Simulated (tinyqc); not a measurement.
Equation-of-state fits to an energy-volume table made by a known binding curve: one step, computed by the program tinyqc. Command: `OMP_NUM_THREADS=1 python tinyqc.py 3028812 3028813 out.jsonl eosfit walk`. One thread of a shared host (Intel(R) Xeon(R) Processor @ 2.30GHz), about 0.02 s of CPU time with the checks.

With x = (V/V_0)^(1/3), the energy per atom is E = D [m x^-n - n x^-m]/(n - m), so that B0 = D n m/(9 V_0) and B' = (n + m + 6)/3. B' = dB/dP at P = 0.

Problem. Exact values of the curve. B0 and B' from the formulas above; P = -dE/dV at V = c V_0 (c the compression chosen), from the curve itself.

Inputs (values chosen for the exercise, for a model crystal): cohesive energy D = 1.55 eV/atom; true volume V_0 = 25.1 angstrom^3/atom; repulsive exponent n = 12; attractive exponent m = 3; compression V/V_0 for the pressure test = 0.9.

Binding curve: Mie. Noise: none.

Constants: 1 eV/angstrom^3 = 160.2176634 GPa.

Give: exact B0; exact B'; exact pressure at c V_0.

Solution.

exact B0 = 39.576 GPa

exact B' = 7

exact pressure at c V_0 = 6.0543 GPa
